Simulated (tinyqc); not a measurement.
# Worked calculation: on-chip power grid, static voltage drop by conjugate gradients

Numbers from tinyqc (`OMP_NUM_THREADS=1 python tinyqc.py 2770185 2770186 out.jsonl`; about 0.08 s on one thread of a shared Intel Xeon 2.30GHz). Printed values are rounded.

A grid of 4 rows and 4 columns, node k = 4 row + column. Neighbours in a row are joined by Rx, in a column by Ry; pad nodes, which reach the supply through Rp: 0, 12. Each node draws I0, node 9 draws kh I0. The drops u = Vdd - V solve G u = i, with G the conductance matrix (1/Rp added on the diagonal at pad nodes).

Inputs (values chosen for the exercise): supply voltage Vdd = 0.65 V; resistance of a horizontal segment Rx = 0.58 ohm; resistance of a vertical segment Ry = 0.23 ohm; resistance from a pad node to the supply Rp = 0.59 ohm; load current of an ordinary node I0 = 2.4 mA; factor on the load at the hot node kh = 8.

## Diagonal of G, loads and first direction

G_kk = sum of the conductances at node k. Start u = 0, so the residual is r = i; p = r.

G_kk (S):
```
,col 0,col 1,col 2,col 3
row 0,7.76688,7.79610,7.79610,6.07196
row 1,10.4198,12.1439,12.1439,10.4198
row 2,10.4198,12.1439,12.1439,10.4198
row 3,7.76688,7.79610,7.79610,6.07196
```

r at the start (mA):
```
,col 0,col 1,col 2,col 3
row 0,2.4,2.4,2.4,2.4
row 1,2.4,2.4,2.4,2.4
row 2,2.4,19.2,2.4,2.4
row 3,2.4,2.4,2.4,2.4
```

p at the start (mA):
```
,col 0,col 1,col 2,col 3
row 0,2.4,2.4,2.4,2.4
row 1,2.4,2.4,2.4,2.4
row 2,2.4,19.2,2.4,2.4
row 3,2.4,2.4,2.4,2.4
```

## Iteration 1: conjugate-gradient step

u at the start (mV):
```
,col 0,col 1,col 2,col 3
row 0,0,0,0,0
row 1,0,0,0,0
row 2,0,0,0,0
row 3,0,0,0,0
```

q = G p; a = (r.r)/(p.q); u(new) = u + a p; r(new) = r - a q; b = (r.r)(new)/(r.r); p(new) = r(new) + b p.

q (mA S):
```
,col 0,col 1,col 2,col 3
row 0,4.068,0.000,0.000,0.000
row 1,0.000,-73.043,0.000,0.000
row 2,-28.966,204.018,-28.966,0.000
row 3,4.068,-73.043,0.000,0.000
```

a = 0.132009 ohm

u after iteration 1 (mV):
```
,col 0,col 1,col 2,col 3
row 0,0.31682,0.31682,0.31682,0.31682
row 1,0.31682,0.31682,0.31682,0.31682
row 2,0.31682,2.53458,0.31682,0.31682
row 3,0.31682,0.31682,0.31682,0.31682
```

r after iteration 1 (mA):
```
,col 0,col 1,col 2,col 3
row 0,1.8630,2.4000,2.4000,2.4000
row 1,2.4000,12.0424,2.4000,2.4000
row 2,6.2237,-7.7323,6.2237,2.4000
row 3,1.8630,12.0424,2.4000,2.4000
```

b = 1.06821

p after iteration 1 (mA):
```
,col 0,col 1,col 2,col 3
row 0,4.4267,4.9637,4.9637,4.9637
row 1,4.9637,14.6061,4.9637,4.9637
row 2,8.7874,12.7774,8.7874,4.9637
row 3,4.4267,14.6061,4.9637,4.9637
```

## Iteration 2: conjugate-gradient step

As before.

q (mA S):
```
,col 0,col 1,col 2,col 3
row 0,4.2424,-40.9977,0.0000,0.0000
row 1,-30.9150,83.1244,-33.2497,0.0000
row 2,28.7052,-2.1437,32.9631,-6.5926
row 3,-29.0074,42.1267,-33.2497,0.0000
```

a = 0.320938 ohm

u after iteration 2 (mV):
```
,col 0,col 1,col 2,col 3
row 0,1.73752,1.90986,1.90986,1.90986
row 1,1.90986,5.00448,1.90986,1.90986
row 2,3.13704,6.63533,3.13704,1.90986
row 3,1.73752,5.00448,1.90986,1.90986
```

r after iteration 2 (mA):
```
,col 0,col 1,col 2,col 3
row 0,0.5015,15.5577,2.4000,2.4000
row 1,12.3218,-14.6353,13.0711,2.4000
row 2,-2.9889,-7.0443,-4.3554,4.5158
row 3,11.1726,-1.4776,13.0711,2.4000
```

b = 2.46459

p after iteration 2 (mA):
```
,col 0,col 1,col 2,col 3
row 0,11.4116,27.7913,14.6335,14.6335
row 1,24.5553,21.3629,25.3046,14.6335
row 2,18.6686,24.4468,17.3021,16.7494
row 3,22.0827,34.5206,25.3046,14.6335
```

## Course of the conjugate-gradient iteration

Stop when |r| is below 1e-9 mA.

Course of the iteration:
```
iteration,largest u (mV),|r| (mA)
1,2.53458,22.0
2,6.63533,34.6
3,12.5097,38.8
4,17.3821,33.4
5,19.9075,31.1
6,22.1552,26.0
7,25.7888,19.5
8,27.8800,12.0
9,28.7139,6.62
10,28.5913,2.15
11,28.5018,1.17
12,28.5398,0.328
13,28.5497,0.123
14,28.5534,0.0369
15,28.5538,7.72e-3
16,28.5533,3.72e-12
```

Converged in 16 iterations for 16 unknowns; in exact arithmetic the method needs at most 16. The condition number of the matrix is 154. Gauss-Seidel sweeps in node order need 802 to reach the same residual.

## Worst drop, pad currents and power lost

converged u (mV):
```
,col 0,col 1,col 2,col 3
row 0,16.1160,23.3139,26.8342,28.3974
row 1,18.9922,24.2203,27.0583,28.4653
row 2,19.2431,25.5224,27.2978,28.5392
row 3,16.4520,24.1947,27.1970,28.5533
```

Pad current u/Rp; worst drop as a share of Vdd; power lost in the grid and pads sum_k i_k u_k; power delivered sum_k i_k (Vdd - u_k).

worst drop = 28.5533 mV
share of Vdd = 4.39282 %
pad currents (mA): node 0 27.3153, node 12 27.8847
power lost = 1.36573 mW
power delivered = 34.5143 mW

The pad currents add up to the total load, 55.20 mA. The worst drop is at node 15, not at the hot node.
